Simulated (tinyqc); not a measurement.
From results back to parameters: overlap of hydrogenic dopants: pairs, impurity band and the Mott density.

Problem. Ry* = Ry m/eps^2, aB = a0 eps/m, and the Mott density is (0.26/aB)^3 (1/angstrom^3 = 1e24/cm^3). Binding energy and critical density come from a hidden mass and dielectric constant.

Constants: Ry = 13.60569312 eV; a0 (Bohr radius) = 0.5291772105 angstrom.

binding energy = 30.04610 meV
critical density = 1.027467e+18 1/cm^3

Find: aB; eps; m.

Solution. aB = 0.26/n^(1/3); the product Ry* aB = Ry a0/eps gives eps, and m = a0 eps/aB.

aB = 25.77 angstrom
eps = 9.30
m = 0.191 m0

Program tinyqc; command `OMP_NUM_THREADS=1 python tinyqc.py 1452887 1452888 out.jsonl`; about 0.01 s on one thread of a shared Intel(R) Xeon(R) Processor @ 2.30GHz.
